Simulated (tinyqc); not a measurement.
# MOSFET with velocity saturation and source resistance: effect of the saturation velocity

Strong inversion, charge Q = Cox (Vg - m V) at channel potential V with Vg the gate overdrive, and drift velocity v = mu E/(1 + mu E/vsat). Integrating along the channel gives I = mu Cox (1/L)(Vg Vd - m Vd^2/2)/(1 + Vd/Vc) per width, Vc = vsat L/mu, which peaks at Vdsat. Units: I in uA/um, Rs in ohm um, so the drop over Rs is 1e-6 I Rs volts.

Vg = Vgs - I Rs - VT (0 if negative), mu = mu0/(1 + th Vg), Vc = vsat L/mu, x = sqrt(1 + 2 Vg/(m Vc)), Vdsat = 2 Vg/(m (1 + x)), Isat = Cox vsat Vg (x - 1)/(x + 1) per width. I = Isat is solved self-consistently; gm = dI/dVgs; Vdsat is the intrinsic value. The velocity at the source is I/(Cox Vg).

Parameters, values chosen for the exercise:
```
symbol  value        unit                       meaning
Cox      1.04     uF/cm^2              gate capacitance
mu0       560  cm^2/(V s)  mobility at low gate voltage
th        0.4         1/V          mobility degradation
m        1.05                               body factor
VT       0.36           V                     threshold
L        0.07          um                channel length
Rs          0      ohm um             source resistance
Vgs       2.5           V                  gate voltage
```

Results:

| vsat (cm/s) | Vc (V) | Vdsat (V) | Isat (uA/um) | gm (uS/um) | velocity at the source/vsat |
|---|---|---|---|---|---|
| 4e6 | 0.09280 | 0.5292 | 659.1 | 332.7 | 0.7403 |
| 5.6e6 | 0.1299 | 0.6093 | 873.7 | 446.9 | 0.7010 |
| 1.1e7 | 0.2552 | 0.7962 | 1492 | 788.3 | 0.6094 |
| 1.5e7 | 0.3480 | 0.8928 | 1876 | 1009 | 0.5619 |
| 2.1e7 | 0.4872 | 1.004 | 2372 | 1303 | 0.5074 |
| 3e7 | 0.6960 | 1.126 | 2986 | 1683 | 0.4473 |

Estimate the missing row, vsat = 7.8e6 cm/s.

Computed row:

| vsat (cm/s) | Vc (V) | Vdsat (V) | Isat (uA/um) | gm (uS/um) | velocity at the source/vsat |
|---|---|---|---|---|---|
| 7.8e6 | 0.1810 | 0.6967 | 1143 | 593.2 | 0.6581 |

With this row back in the table: As vsat goes from 4e6 to 3e7 cm/s, Isat rises from 659 to 2990 uA/um, Vdsat rises from 0.529 to 1.13 V and gm rises from 333 to 1680 uS/um; the velocity at the source goes from 0.74 to 0.45 of vsat. Isat goes as vsat^(0.84) between the first two rows and as vsat^(0.65) between the last two. In every row the channel is so short that velocity overshoot and near-ballistic transport, left out here, matter.

tinyqc, about 0.01 s, one thread, Intel Xeon 2.30GHz (shared host): `OMP_NUM_THREADS=1 python tinyqc.py 2500004 2500005 out.jsonl`
